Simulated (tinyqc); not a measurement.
Resistance of a source-drain extension with a graded tip: one step of the calculation.

y runs along the channel, the gate covers y > 0. The doping is N0 for y < y0 and N0 10^(-(y - y0)/la) beyond, uniform over the depth xj. Sheet conductance s(y) = q mu(N) max(N - Nch, 0) xj + (for y > 0) ma Cox Vo, with mu(N) = u0 + (u1 - u0)/(1 + (N/Nr)^au) and Cox = eps0 eox/tox. Current is taken as one-dimensional; depletion of the tip, spreading and the contact are left out. The metallurgical junction lies at yj, where N = Nch.

Question. Sheet resistances and junction position. yj = y0 + la log10(N0/Nch); sheet resistance of the full extension 1/[q mu(N0)(N0 - Nch) xj] and of the gate-induced layer 1/(ma Cox Vo); metallurgical length Lg - 2 yj; ye is where the doped and the gate-induced conductances are equal.

Values chosen for this exercise; mobility law close to that of holes in silicon: relative permittivity of the gate insulator (close to aluminium oxide) eox = 9.21; insulator thickness tox = 2.8 nm; active doping of the extension far from the gate N0 = 9.1e19 cm^-3; lateral abruptness la = 6.2 nm/decade; position under the gate where the fall begins (gate edge at 0) y0 = 4.9 nm; depth of the extension xj = 27 nm; channel doping Nch = 3e18 cm^-3; gate overdrive Vo = 0.41 V; mobility of the gate-induced layer ma = 39 cm^2/(V s); mobility at low doping u1 = 470.5 cm^2/(V s); mobility at high doping u0 = 44.9 cm^2/(V s); reference doping Nr = 2.23e17 cm^-3; exponent au = 0.719; gate length Lg = 50 nm.

Constants: q = 1.602176634e-19 C, eps0 = 8.8541878128e-14 F/cm where lengths are in cm. Results are converted to the units shown.

Wanted: yj; sheet resistance of the extension; sheet resistance of the induced layer; metallurgical length; ye; N at ye.

Answer.

yj = 14.09 nm
sheet resistance of the extension = 520.4 ohm/square
sheet resistance of the induced layer = 2.147e4 ohm/square
metallurgical length = 21.82 nm
ye = 13.19 nm
N at ye = 4.183e18 cm^-3

The gate takes over 0.895 nm before the junction, where N is still 1.39 times the channel doping.

Numbers from tinyqc (`OMP_NUM_THREADS=1 python tinyqc.py 2282003 2282004 out.jsonl`; about 0.06 s on one thread of a shared Intel Xeon 2.30GHz).
